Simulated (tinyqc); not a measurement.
Tuning the antireflection layer: standing waves and exposure in a photoresist film.

Normal incidence from air. Unexposed resist: N1 = n1 + i k1 with k1 = (A + B) lam/(4 pi), lam in micrometres. r01 = (1 - N1)/(1 + N1), t01 = 2/(1 + N1). Below the resist lie the layer Na = na + i ka and the substrate Ns = ns + i ks: r12 = (r1a + ras x)/(1 + r1a ras x), x = exp(4 pi i Na da/lam), r1a = (N1 - Na)/(N1 + Na), ras = (Na - Ns)/(Na + Ns). With p = exp(2 pi i N1 d/lam), the field at depth z is E(z) = t01 [exp(2 pi i N1 z/lam) + r12 p^2 exp(-2 pi i N1 z/lam)]/(1 + r01 r12 p^2), the relative intensity I(z) = n1 |E(z)|^2 and the reflectance R = |(r01 + r12 p^2)/(1 + r01 r12 p^2)|^2.

Inputs chosen for the exercise (a resist on Si, indices near tabulated ones; the results hold for these values, not for the real material): lam = 193 nm (vacuum wavelength); n1 = 1.718 (resist index); A = 0.14 1/micrometre (bleachable absorption (Dill A)); B = 0.36 1/micrometre (fixed absorption (Dill B)); d = 224 nm (resist thickness); ns = 0.898 (substrate n); ks = 2.776 (substrate k); na = 1.827 (n of the bottom antireflection layer); ka = 0.327 (its k).

da takes the values listed; the contrast is (Imax - Imin)/(Imax + Imin) over the lowest period of the resist (60 depths).

Results:

| da (nm) | \|r12\|^2 | contrast |
|---|---|---|
| 0 | 0.5713 | 0.955 |
| 10 | 0.3451 | 0.865 |
| 20 | 0.1283 | 0.630 |
| 30 | 0.0584 | 0.457 |
| 40 | 0.0782 | 0.521 |
| 50 | 0.0962 | 0.552 |
| 60 | 0.0660 | 0.470 |
| 75 | 0.0049 | 0.142 |
| 90 | 0.0114 | 0.214 |
| 110 | 0.0233 | 0.287 |
| 140 | 0.0061 | 0.146 |

What can be read from this table?

|r12|^2 starts at 0.5713 and is lowest, 0.0049, at 75 nm of those listed, where the contrast is 0.142 against 0.955. The contrast follows 2|r|/(1 + |r|^2), so even |r12|^2 = 0.01 leaves about 0.2. Values below 0.01 occur at 75 and 140 nm.

Program tinyqc; command `OMP_NUM_THREADS=1 python tinyqc.py 1650955 1650956 out.jsonl`; about 0.01 s on one thread of a shared Intel(R) Xeon(R) Processor @ 2.30GHz.
